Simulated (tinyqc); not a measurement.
Interface roughness in a thin film (subband fluctuation and scattering): sweeps and comparisons. A value that a table varies takes the place of the one given here.

Square well of width t, barriers V0, c = hbar^2/2m0: E1 solves k t + 2 atan[(k/mz)/(kappa/mb)] = pi, k = sqrt(mz E/c), kappa = sqrt(mb (V0 - E)/c). One interface is rough, so the subband edge fluctuates by G dt with G = |dE1/dt| (central difference of 0.01 angstrom; 2 E1/t for hard walls).

Gaussian roughness spectrum S(q) = pi D^2 Lc^2 exp(-q^2 Lc^2/4). Degenerate gas, taken to fill one subband (the second starts to fill once c kF^2/md exceeds E2 - E1, which is not tested here): kF = sqrt(2 pi Ns/gv), q = 2 kF sin(theta/2), 1/tau = (md/(2 pi c hbar)) G^2 times the integral from 0 to pi of S(q)(1 - cos theta)/eps(q)^2 dtheta, eps(q) = 1 + qs/q with screening (qs = gv md q0/(c eps), q0 = e^2/(4 pi eps0), form factors left out, which overstates the screening; other scattering is left out too, so these values lie far above measured mobilities in all but the thinnest films) or 1 without; mobility = tau c2/md with c2 = e/m0 = 1.75882e15 cm^2/(V s^2); 1e12/cm^2 = 1e-4/angstrom^2.

Constants: hbar^2/2m0 = 3.80998211 eV angstrom^2; hbar = 6.58211957e-16 eV s; e^2/(4 pi eps0) = 14.39964547 eV angstrom.

Inputs chosen for the exercise (near those of a thin Si channel on (100), two-fold valleys; the results hold for these values, not for the real material):

| symbol | value | unit | meaning |
|---|---|---|---|
| mz | 0.906 | m0 | confinement mass |
| V0 | 3.03 | eV | barrier |
| mb | 0.52 | m0 | barrier mass |
| md | 0.189 | m0 | mass in the plane |
| gv | 2 |  | valleys |
| D | 1.5 | angstrom | rms height of the roughness |
| Lc | 24 | angstrom | correlation length |
| Ns | 3.4 | x 1e12/cm^2 | sheet density |
| eps | 7.8 |  | mean dielectric constant at the channel |
| ts | (20, 25, 31, 36, 45, 58, 76) | angstrom | thicknesses |
| t | 36 | angstrom | film thickness |
| Ll | (4, 8, 14, 22, 35, 55, 90) | angstrom | correlation lengths |

## The sixth-power law

Screened mobility against thickness for the finite barrier and for hard walls.

Results:

| t (angstrom) | E1 (meV) | G (meV/angstrom) | mobility (cm^2/(V s)) | the same, hard walls |
|---|---|---|---|---|
| 20 | 87.3 | 7.999 | 2.85e+04 | 1.69e+04 |
| 25 | 57.8 | 4.311 | 9.80e+04 | 6.45e+04 |
| 31 | 38.6 | 2.353 | 3.29e+05 | 2.35e+05 |
| 36 | 29.1 | 1.538 | 7.71e+05 | 5.76e+05 |
| 45 | 19.0 | 0.810 | 2.77e+06 | 2.20e+06 |
| 58 | 11.6 | 0.388 | 1.21e+07 | 1.01e+07 |
| 76 | 6.9 | 0.176 | 5.86e+07 | 5.09e+07 |

With hard walls G goes as 1/t^3 and the mobility as t^6. With the finite barrier the local exponent is 5.54 at the thin end and 5.84 at the thick end, since the envelope leaks out and softens the dependence. The least value is 2.85e+04 cm^2/(V s). EF - E1 = 22 meV exceeds about 3 E1, the distance to the next subband of the ladder, from 76 angstrom on, where the one-subband formula no longer holds. The gate field, which also presses carriers to the interface, is left out. Up to t = 20 angstrom G D exceeds half of EF - E1, where the Born rate fails.

## Correlation length

Fixed D; bare and screened mobility.

Results:

| Lc (angstrom) | kF Lc | bare mobility (cm^2/(V s)) | screened mobility (cm^2/(V s)) |
|---|---|---|---|
| 4 | 0.13 | 9.35e+05 | 1.71e+07 |
| 8 | 0.26 | 2.43e+05 | 4.46e+06 |
| 14 | 0.46 | 8.81e+04 | 1.63e+06 |
| 22 | 0.72 | 4.46e+04 | 8.48e+05 |
| 35 | 1.14 | 3.03e+04 | 6.21e+05 |
| 55 | 1.80 | 3.69e+04 | 9.73e+05 |
| 90 | 2.94 | 7.36e+04 | 4.27e+06 |

The bare mobility is lowest at Lc = 35 angstrom of those listed (kF Lc = 1.14). The screened mobility is lowest at Lc = 35 angstrom of those listed (kF Lc = 1.14). Short roughness averages out (mobility as 1/Lc^2; the first two rows give exponent -1.94), and long roughness deflects only by small angles (bare mobility rising as Lc; the last two rows give 1.40).

## What each parameter does

G, G D, and the screened mobility. Each row changes one parameter from the base and keeps the others.

Results:

| case | G (meV/angstrom) | G D (meV) | mobility (cm^2/(V s)) |
|---|---|---|---|
| base | 1.538 | 2.31 | 7.705e+05 |
| t = 32 angstrom | 2.150 | 3.23 | 3.940e+05 |
| D = 1.95 angstrom | 1.538 | 3.00 | 4.559e+05 |
| Lc = 32 angstrom | 1.538 | 2.31 | 6.306e+05 |
| Ns = 5.44 x 1e12/cm^2 | 1.538 | 2.31 | 7.265e+05 |
| mz = 1.042 m0 | 1.362 | 2.04 | 9.818e+05 |
| md = 0.217 m0 | 1.538 | 2.31 | 7.239e+05 |
| V0 = 2.12 eV | 1.495 | 2.24 | 8.150e+05 |
| eps = 9.4 | 1.538 | 2.31 | 5.836e+05 |

The largest shifts from the base row, up to three for each result and ties (the steps differ in size, so this ranks the rows, not the parameters). G (meV/angstrom): t +0.613, mz -0.175, V0 -0.043; unchanged at the printed digits by D, Lc, Ns, md and eps. G D (meV): t +0.92, D +0.69, mz -0.26; unchanged at the printed digits by Lc, Ns, md and eps. mobility (cm^2/(V s)): t -3.77e+05, D -3.15e+05, mz +2.11e+05. In the base case G D is 0.11 times EF - E1 = 21.5 meV.

tinyqc: `OMP_NUM_THREADS=1 python tinyqc.py 1280177 1280178 out.jsonl`; about 0.01 s, one thread, shared Intel(R) Xeon(R) Processor @ 2.30GHz.
